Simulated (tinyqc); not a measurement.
## MOS capacitor on a p-type substrate, surface potential from the exact charge relation: effect of the reverse bias of the inversion layer against the body on threshold and swing

Uniform p-type substrate, Boltzmann statistics, full ionisation, classical densities. psi is the surface potential against the body (positive when the bands bend down) and u = psi/Vt. Traps are spread evenly over the gap and neutral at flat band, so their charge is -q Dit psi; the minority quasi-Fermi level is shifted by Vb.

ni = sqrt(Nc Nv) exp(-Eg/(2 Vt)), Eg in volts; phiF = Vt ln(N/ni); Cox = eps0 eox/tox; Vfb = phiM - chi - (Eg - Vt ln(Nv/N)) - q Nf/Cox; VT = Vfb + [(2 phiF + Vb)(1 + q Dit/Cox) + sqrt(2 eps0 eps_r q N (2 phiF + Vb))/Cox]. gamma = sqrt(2 eps0 eps_r q N)/Cox; Wm = sqrt(2 eps0 eps_r (2 phiF + Vb)/(q N)); m = 1 + (eps0 eps_r/Wm + q Dit)/Cox; swing m Vt ln 10; Cmin/Cox = 1/(1 + Cox Wm/(eps0 eps_r)).

Values chosen for this exercise; band and dielectric values close to those of silicon:
- T = 273 K (temperature)
- Eg = 1.11 eV (band gap)
- eps_r = 11.9 (relative permittivity)
- Nc = 2.4e19 cm^-3 (conduction-band density of states at T)
- Nv = 2.32e19 cm^-3 (valence-band density of states at T)
- chi = 4.08 eV (electron affinity)
- N = 1.3e18 cm^-3 (acceptor density of the substrate)
- eox = 25.3 (relative permittivity of the gate insulator (close to zirconium oxide))
- tox = 6.6 nm (insulator thickness)
- phiM = 4.95 eV (gate work function)
- Nf = 4e10 cm^-2 (fixed charge at the interface, in units of q)
- Dit = 0 cm^-2 eV^-1 (density of interface traps)

Constants: q = 1.602176634e-19 C, kB = 1.380649e-23 J/K, Vt = kB T/q, eps0 = 8.8541878128e-14 F/cm where lengths are in cm. Results are converted to the units shown.

The same in every row: Vfb (V) = -0.1741; 2 phiF (V) = 0.9736; gamma (V^0.5) = 0.1952.

Effect of the reverse bias of the inversion layer against the body on threshold and swing:
```
Vb (V)	VT (V)	Wm (nm)	m	swing (mV/decade)	Cmin/Cox
0	0.9921	31.39	1.099	59.53	0.09001
0.4	1.428	37.28	1.083	58.68	0.07687
0.8	1.859	42.36	1.073	58.14	0.06828
1.2	2.287	46.90	1.066	57.75	0.06209
1.6	2.713	51.03	1.061	57.46	0.05735
2	3.136	54.85	1.057	57.23	0.05357
2.4	3.558	58.42	1.053	57.05	0.05045
2.8	3.979	61.79	1.050	56.89	0.04784
```

Read the table: what changes, and by how much?

As Vb goes from 0 to 2.8, VT rises from 0.992 to 3.98 V, the swing falls from 59.5 to 56.9 mV/decade and Cmin/Cox falls from 0.0900 to 0.0478. Vfb does not move. The slope |dVT/dVb| between the first two rows is 1.09, close to m (VT is counted against the body; against the source it is m - 1).

tinyqc, about 0.01 s, one thread, Intel Xeon 2.30GHz (shared host): `OMP_NUM_THREADS=1 python tinyqc.py 2060080 2060081 out.jsonl`
